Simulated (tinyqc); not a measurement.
Charge control and current of a heterostructure field-effect transistor: one step, computed by the program tinyqc. Command: `OMP_NUM_THREADS=1 python tinyqc.py 3005690 3005691 out.jsonl hemt walk`. One thread of a shared host (Intel(R) Xeon(R) Processor @ 2.30GHz), about 0.01 s of CPU time with the checks.

Two subbands in a triangular well; E_F is counted from the conduction band edge of the channel at the interface.

Problem. Saturation current. With V = e n_s/C_g and V_c = v_s L/mu: for v = mu F/(1 + mu F/v_s), V_Dsat = V_c (sqrt(1 + 2V/V_c) - 1) and I/W = C_g v_s (V - V_Dsat); g_m = dI/dV; extrinsic g_m/(1 + g_m R_S); f_T = g_m/(2 pi C_g L).

Inputs (values chosen for the exercise, modelled on AlGaAs/GaAs):
```
quantity,value,unit
mobility mu,8600,cm^2/(V s)
saturation velocity v_s,1.4,1e7 cm/s
gate length L,1400,nm
source resistance R_S,0,ohm mm
temperature T,300,K
```

Charge source: delta doping. Velocity law: smooth.

sheet density n_s = 1.542562e+12 1/cm^2

gate capacitance C_g = 0.4040300 microfarad/cm^2

Constants: e = 1.602176634e-19 C.

Give: V; V_c; V_Dsat; saturation current I/W; intrinsic g_m; extrinsic g_m; intrinsic f_T.

Solution.

V = 0.61170 V

V_c = 0.22791 V

V_Dsat = 0.34721 V

saturation current I/W = 149.61 mA/mm

intrinsic g_m = 341.49 mS/mm

extrinsic g_m = 341.49 mS/mm

intrinsic f_T = 9.6086 GHz

V/V_c = 2.68: between the square law and full saturation; I is 43 % of e n_s v_s = 346 mA/mm.
